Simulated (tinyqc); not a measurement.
# Surface potential of a MOS transistor: implicit equation and explicit approximations: what changes with what

p-type body, charge-sheet picture, depletion and inversion only, full ionisation (an idealisation for deep acceptors), Boltzmann statistics (rough once Na exp(x - xn) passes about Nc/7). In units of Vt: xg = (Vg - Vfb)/Vt, x = psi/Vt, G = gamma/sqrt(Vt), xn = (2 phiF + Vc)/Vt. The implicit equation is (xg - x)^2 = G^2 [x - 1 + exp(x - xn)] for x above about 3. Cox = eps0 eox/tox.

Values chosen for this exercise; band and dielectric values close to those of silicon:
```
symbol    value   unit                                                                 meaning
T           350      K                                                             temperature
Eg         1.12     eV                                                                band gap
eps_r      11.7                                                          relative permittivity
Nc      3.47e19  cm^-3                                  conduction-band density of states at T
Nv       3.4e19  cm^-3                                     valence-band density of states at T
eox         3.9         relative permittivity of the gate insulator (close to silicon dioxide)
tox         6.7     nm                                                     insulator thickness
Na       2.2e16  cm^-3                                                        acceptor density
Vfb        -0.5      V                                                       flat-band voltage
Vc            0      V                                                    channel-body voltage
Vg         0.97      V                                                       gate-body voltage
```

Constants: q = 1.602176634e-19 C, kB = 1.380649e-23 J/K, Vt = kB T/q, eps0 = 8.8541878128e-14 F/cm where lengths are in cm. Results are converted to the units shown.

Each table varies one quantity; the others keep the values above.

## Accuracy of the approximations against gate voltage

ni = sqrt(Nc Nv) exp(-Eg/(2 Vt)), Eg in volts; phiF = Vt ln(Na/ni); gamma = sqrt(2 q eps0 eps_r Na)/Cox; VT = Vfb + Vt (xn + G sqrt(xn - 1)). Depletion value a = 1 + [sqrt(G^2/4 + xg - 1) - G/2]^2; inversion value b = xn + ln[(xg - xn)^2/G^2 - xn + 1] and first guess y = min(a, b) - ln(1 + exp(-|a - b|)) if a > xn + 1, else b = y = a; one second-order correction with D = exp(y - xn), p = 2 (xg - y) + G^2 (1 + D), w = (xg - y)^2 - G^2 (y - 1 + D): z = y + 2 w/(p + sqrt(p^2 - 2 (2 - G^2 D) w)), or the Newton step z = y + w/p where the root is not real. N_inv = (Cox Vt G/q) [sqrt(x - 1 + exp(x - xn)) - sqrt(x - 1)] at the root. Lambert form (Cox m Vt/q) W0[(G/(2 m sqrt(xn - 1))) exp((Vg - VT)/(m Vt))], m = 1 + G/(2 sqrt(xn - 1)). Errors under 1e-4 mV, and the linear form below VT, are printed as 0.

Results:

| Vg (V) | psi (V) | x - xn | error of y (mV) | error of z (mV) | N_inv (cm^-2) | Cox (Vg - VT)/q (cm^-2) | Lambert form (cm^-2) |
|---|---|---|---|---|---|---|---|
| -0.09 | 0.3206 | -11.80 | 0 | 0 | 1.123e5 | 0 | 6.058e4 |
| 0.11 | 0.4967 | -5.958 | 8.44e-3 | 0 | 3.043e7 | 0 | 2.471e7 |
| 0.31 | 0.6741 | -0.07786 | 2.59 | -2.65e-4 | 9.175e9 | 8.411e8 | 9.250e9 |
| 0.51 | 0.7847 | 3.589 | 27.2 | 7.64 | 2.615e11 | 6.442e11 | 2.855e11 |
| 0.71 | 0.8276 | 5.010 | 23.0 | 6.31 | 7.540e11 | 1.288e12 | 8.165e11 |
| 1.11 | 0.8709 | 6.447 | 14.8 | -0.958 | 1.889e12 | 2.574e12 | 2.007e12 |
| 1.31 | 0.8849 | 6.912 | 12.7 | -0.548 | 2.483e12 | 3.218e12 | 2.622e12 |
| 1.51 | 0.8963 | 7.291 | 11.2 | -0.350 | 3.086e12 | 3.861e12 | 3.242e12 |

Estimate the missing row, Vg = 0.91 V.

Computed row:

| Vg (V) | psi (V) | x - xn | error of y (mV) | error of z (mV) | N_inv (cm^-2) | Cox (Vg - VT)/q (cm^-2) | Lambert form (cm^-2) |
|---|---|---|---|---|---|---|---|
| 0.91 | 0.8529 | 5.849 | 17.9 | -2.06 | 1.308e12 | 1.931e12 | 1.402e12 |

With this row back in the table: psi rises from 0.321 to 0.896 V and ends 7.3 Vt above 2 phiF + Vc. Among the rows the first guess is off by at most 27 mV (at Vg = 0.51 V) and the corrected value by at most 7.6 mV. In the last row the linear form is 25 % above N_inv and the Lambert form 5.1 % above it; in the first row the Lambert form is 46 % below it. For Vg = 0.91, 1.11, 1.31, 1.51 the electron quasi-Fermi level lies less than 2 Vt below the band edge at the surface, or above it, where degeneracy and confinement, left out, matter.

## Effect of the acceptor density at fixed gate voltage

Same model as above.

Vfb is held fixed.

Effect of the acceptor density at fixed gate voltage:

| Na (cm^-3) | psi (V) | x - xn | error of y (mV) | error of z (mV) | N_inv (cm^-2) | Cox (Vg - VT)/q (cm^-2) | Lambert form (cm^-2) |
|---|---|---|---|---|---|---|---|
| 7.3e14 | 0.7665 | 9.796 | 21.2 | -6.19 | 2.180e12 | 3.149e12 | 2.453e12 |
| 1.6e15 | 0.7882 | 8.947 | 20.2 | -4.18 | 2.068e12 | 2.961e12 | 2.299e12 |
| 3.5e15 | 0.8097 | 8.095 | 19.1 | -3.02 | 1.936e12 | 2.754e12 | 2.127e12 |
| 7.7e15 | 0.8312 | 7.230 | 18.1 | -2.24 | 1.773e12 | 2.516e12 | 1.924e12 |
| 1.7e16 | 0.8522 | 6.343 | 17.1 | -1.71 | 1.562e12 | 2.230e12 | 1.676e12 |
| 3.7e16 | 0.8717 | 5.433 | 16.4 | -1.41 | 1.290e12 | 1.882e12 | 1.369e12 |
| 8e16 | 0.8879 | 4.430 | 16.7 | -1.45 | 9.304e11 | 1.437e12 | 9.773e11 |
| 1.8e17 | 0.8940 | 3.009 | 18.8 | -2.10 | 4.350e11 | 8.034e11 | 4.524e11 |

As Na goes from 7.3e14 to 1.8e17, psi rises from 0.766 to 0.894 V, x - xn falls from 9.80 to 3.01 and N_inv falls from 2.18e12 to 4.35e11 cm^-2. The Lambert form lies between 1.04 and 1.13 times N_inv. For Na = 7.3e14, 1.6e15, 3.5e15, 7.7e15, 1.7e16, 3.7e16, 8e16 the electron quasi-Fermi level lies less than 2 Vt below the band edge at the surface, or above it, where degeneracy and confinement, left out, matter.

tinyqc, about 0.01 s, one thread, Intel Xeon 2.30GHz (shared host): `OMP_NUM_THREADS=1 python tinyqc.py 2122211 2122212 out.jsonl`
